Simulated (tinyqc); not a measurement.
Worked calculation: extended Hueckel theory, for H4. One step of it, computed by the program tinyqc.

Task: Orbitals. Solve H C = S C e through S^(-1/2); fill by pairs from the bottom, a degenerate level sharing its electrons equally; each orbital has its largest coefficient positive (the first on a tie).

H (eV):
```
            1H 1s       2H 1s       3H 1s       4H 1s
1H 1s  -13.600000  -15.000309   -3.945793   -1.085748
2H 1s  -15.000309  -13.600000  -11.703085   -3.945793
3H 1s   -3.945793  -11.703085  -13.600000  -15.000309
4H 1s   -1.085748   -3.945793  -15.000309  -13.600000
```

overlap S:
```
          1H 1s     2H 1s     3H 1s     4H 1s
1H 1s  1.000000  0.630265  0.165790  0.045620
2H 1s  0.630265  1.000000  0.491726  0.165790
3H 1s  0.165790  0.491726  1.000000  0.630265
4H 1s  0.045620  0.165790  0.630265  1.000000
```

valence electrons = 4

Give: orbital energies; occupations; coefficients; sum of one-electron energies.

Result:

orbital energies (eV): -18.932  -15.618  -0.721  23.407

occupations: 2.000  2.000  0.000  0.000

coefficients:
```
         MO1     MO2     MO3     MO4
1H 1s  0.295   0.536   0.848  -0.810
2H 1s  0.389   0.337  -0.643   1.288
3H 1s  0.389  -0.337  -0.643  -1.288
4H 1s  0.295  -0.536   0.848   0.810
```

sum of one-electron energies = -69.100 eV
